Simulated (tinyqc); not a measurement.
Electrons shared among three sets of ellipsoidal valleys, step by step. Values are carried at full precision from step to step, so a last printed digit may differ when a step is redone from the rounded ones.

Constants: hbar^2/2m0 = 3.80998211 eV angstrom^2; kB = 8.617333262e-05 eV/K.

Parameters, chosen for this exercise (masses and offsets near those of Si; mobilities are free inputs, held fixed; not measured data): ml = (0.933, 0.933, 1.743) m0 (longitudinal masses of Delta2, Delta4, L); mt = (0.1815, 0.1815, 0.1175) m0 (transverse masses); M = (2, 4, 4) (valleys in each set); T = 200 K; dE = (0, 0.1, 0.925) eV (edges of Delta2, Delta4, L above the first, the first two split by strain); n = 2e+19 1/cm^3 (total electron density); mu = (1900, 1100, 550) cm^2/(V s) (mobility of each set, for current in the plane normal to the Delta2 axis).

## Masses of each set

One valley: m_d = (ml mt^2)^(1/3). Whole set: m_de = M^(2/3) m_d. Mean over three axes: 1/m_c = (1/ml + 2/mt)/3. Anisotropy K = ml/mt.

m_d, m_de, m_c (m0) and K of each set:
```
set        m_d    m_de     m_c      K
Delta2  0.3132  0.4972  0.2481   5.14
Delta4  0.3132  0.7893  0.2481   5.14
L       0.2887  0.7275  0.1705  14.83
```

m_de/m_c is 2.00 for Delta2, 3.18 for Delta4, 4.27 for L: many anisotropic valleys give many states at a light conductivity mass. m_c is the mean over three axes; a set that holds only some of the equivalent valleys conducts with a mass that depends on direction.

## Effective densities of states

N_i = M_i times N = 2 (m kB T/(4 pi c))^(3/2) with c = hbar^2/2m0, in 1/angstrom^3; times 1e24 for 1/cm^3, with m = (ml mt^2)^(1/3).

kT = 0.017235 eV

N_i (1/cm^3): Delta2 4.7894e+18, Delta4 9.5788e+18, L 8.4758e+18

## Fermi level and populations

F_j(eta) = (1/Gamma(j + 1)) integral_0^infinity x^j dx/(1 + exp(x - eta)), which tends to exp(eta) for eta << 0.

Solve n = sum_i N_i F_1/2((EF - dE_i)/kT), energies from the edge of the first set.

EF = 0.0478 eV

eta_i: Delta2 2.78, Delta4 -3.03, L -50.90

n_i (1/cm^3): Delta2 1.95e+19, Delta4 4.57e+17, L 0.000668

shares: Delta2 0.9772, Delta4 0.0228, L 0.0000

Delta2 holds most electrons (97.7 %). Boltzmann weights N_i exp(-dE_i/kT) would give Delta4 a share of 0.0060.

## Drift and Hall mobility of the mixture

With f_i the shares, mu_drift = sum f_i mu_i; low-field Hall mobility mu_H = sum f_i mu_i^2/mu_drift (scattering and anisotropy factors set to 1); the Hall density is n mu_drift/mu_H; rho = 1/(e n mu_drift), e = 1.602176634e-19 C.

mu_drift = 1882 cm^2/(V s)
mu_H = 1889 cm^2/(V s)
Hall density = 1.99e+19 1/cm^3
rho = 0.000166 ohm cm

A Hall measurement would read 99.6 % of the true density. The mobilities are of the size met in pure crystals; at this density impurities would cut them and raise rho, by a factor of two to ten or more depending on crystal and density.

## Checks

- Share of Delta4 at n = 1e10 1/cm^3 against the Boltzmann weight: both 0.006005.

(tinyqc, `OMP_NUM_THREADS=1 python tinyqc.py 1651354 1651355 out.jsonl`, Intel(R) Xeon(R) Processor @ 2.30GHz, 1 thread, shared host, about 0.01 s.)
